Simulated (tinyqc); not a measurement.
Inside a calculation: Wannier functions of a composite (isolated) pair of valence bands (bonds of an sp chain). Values are carried at full precision from step to step, so a last printed digit may differ when a step is redone from the rounded ones.

Each atom has a hybrid pointing left (<) and right (>). H(k): diagonal +V3 on A, -V3 on B; <A<|A>> = -V1a, <B<|B>> = -V1b, <A>|B<> = -V2, <B>|A<> = -V2p exp(ik); k in 1/a, Bloch sums with exp(ikR). The two lowest bands are filled. Trial functions in cell 0: g1 = cos(c) A> + sin(c) B<, and g2 = sin(c) B> + cos(c) A< of cell 1, whose Bloch vector has cos(c) exp(-ik) on A<. Projection A_mn = <psi_m|g_n>, S = A^+ A, Loewdin U = A S^(-1/2), Bloch-like states w_n = sum_m psi_m U_mn, H_W(k) = U^+ diag(E) U. P = sum_m |psi_m><psi_m| is free of phase choices, and S = g^+ P g, w = P g S^(-1/2).

Inputs chosen for the exercise:
```
symbol  value  unit     meaning
V2      4.85   eV       coupling in the bond A-B inside the cell
V2p     2.65   eV       coupling in the bond to the next cell
V1a     1.53   eV       coupling of the two hybrids on A
V1b     1.28   eV       the same on B
V3      0      eV       A at +V3, B at -V3
j       2               mesh point, k = 2 pi j/N
N       6               k points
c       35     degrees  trial bonds cos(c) on A, sin(c) on B
xb      0.46   a        position of B (A at 0)
```

## H at one mesh point

Fill in the matrix.

H(k) (eV), lower triangle (Hermitian):
```
,A<,A>,B<,B>
A<,0
A>,-1.5300,0
B<,0,-4.8500,0
B>,1.3250-2.2950i,0,-1.2800,0
```

## Levels and the projector on the filled bands

Diagonalise; P = sum over the two lowest states of |psi><psi|.

levels (eV): -5.2393  -2.6598  2.6598  5.2393

P, lower triangle (Hermitian):
```
,A<,A>,B<,B>
A<,0.5000
A>,0.1456-0.0647i,0.5000
B<,0,0.4735-0.0204i,0.5000
B>,-0.2686+0.3905i,0,0.1393-0.0774i,0.5000
```

The filled states put 2.000 electrons on A and 2.000 on B at this k.

## Loewdin orthogonalisation

The trial vectors are the columns g1 = (0, cos c, sin c, 0), g2 = (cos c exp(-ik), 0, 0, sin c), k = 2 pi j/N. Form S = g^+ P g, its eigenvalues, S^(-1/2), and w = P g S^(-1/2).

S:
```
,1,2
1,0.9449,-0.0406-0.0374i
2,-0.0406+0.0374i,0.9440
```

eigenvalues of S: 0.8892  0.9997

S^(-1/2):
```
,1,2
1,1.0300,0.0222+0.0204i
2,0.0222-0.0204i,1.0306
```

w:
```
,1,2
A<,0.1031+0.0491i,-0.3683-0.5928i
A>,0.6977+0.0125i,-0.0939-0.0649i
B<,0.6976-0.0179i,0.0976+0.0591i
B>,0.0979-0.0588i,0.6971+0.0322i
```

The combinations of the trial bonds that diagonalise S lie 88.9 to 100.0 % inside the filled space; an eigenvalue near zero would mark a poor choice.

## The Hamiltonian in the new basis

H_W = w^+ H w; its eigenvalues must be the two filled levels.

H_W(k) (eV):
```
,1,2
1,-5.050,-0.243+0.628i
2,-0.243-0.628i,-2.850
```

eigenvalues (eV): -5.239  -2.660

## Hoppings between the Wannier functions

H_mn(R) = (1/N) sum_k exp(-ikR) H_W,mn(k), the coupling of function m in cell 0 to function n in cell R.

H(R) (eV):
```
R,11,12,21,22
-2,0.0029,-0.0087,-0.0012,0.0029
-1,0.0629,-0.7484,-0.0160,0.0629
0,-4.9842,-0.6301,-0.6301,-2.7841
1,0.0629,-0.0160,-0.7484,0.0629
2,0.0029,-0.0012,-0.0087,0.0029
3,0.0005,-0.0006,-0.0006,0.0004
```

The bond levels are -4.984 and -2.784 eV, against -sqrt(V2^2 + V3^2) = -4.850 and -2.650 for isolated bonds. Neighbouring bonds couple by -0.630 eV through B; the bond-orbital estimate is -V1b (1 + ap)/2 = -0.640 with the mean V2 in ap = V3/sqrt(V2^2 + V3^2).

## The functions in real space

w_n(R) = (1/N) sum_k exp(ikR) w_n(k); point-like hybrids at R (A) and R + xb (B) give centres and spreads.

Function 1:
```
R,A<,A>,B<,B>
-2,0.0001,0.0009,-0.0005,-0.0048
-1,0.0022,0.0106,-0.0084,-0.0706
0,0.0731,0.7007,0.7006,0.0618
1,-0.0589,-0.0051,0.0139,0.0022
2,-0.0043,-0.0003,0.0012,0.0001
3,-0.0004,0.0001,0.0001,-0.0005
```

centres (a): 1 0.2285, 2 0.7315

spreads (a^2): 1 0.0581, 2 0.0784

Function 1 has 98.2 % of its weight on the two hybrids of its bond. Its centre lies -0.0015 a from the middle of the bond.

## Checks

- Eigenvalues of H_W against the filled levels: they agree to 1e-10 or better.
- W^+ w against the unit matrix: they agree to 1e-10 or better.

tinyqc: `OMP_NUM_THREADS=1 python tinyqc.py 1452126 1452127 out.jsonl`; about 0.2 s, one thread, shared Intel(R) Xeon(R) Processor @ 2.30GHz.
